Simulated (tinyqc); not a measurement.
Wafer bonding and layer transfer: bond energy, gap closing, particles, bonding of dissimilar wafers and hydrogen blisters: one step, computed by the program tinyqc.

gamma is the energy per area of each of the two surfaces; plates are isotropic, and both wafers have E1 and t1.

Task: Bond energy from the blade test. Two cantilevers opened by t_b: gamma = 3 t_b^2 E1 t1^3 E2 t2^3/(16 L^4 (E1 t1^3 + E2 t2^3)).

Inputs (values chosen for the exercise, with wafer 1 close to silicon):
```
quantity             value        unit
Young's modulus E1     132         GPa
thickness t1           725  micrometre
blade thickness t_b     50  micrometre
crack length L        11.6          mm
```

Pair: two equal wafers.

Give: bond energy gamma.

Result:

bond energy gamma = 0.6511 J/m^2

An error of 5 % in L changes gamma by about 20 %. This is the level of partly covalent bonding.
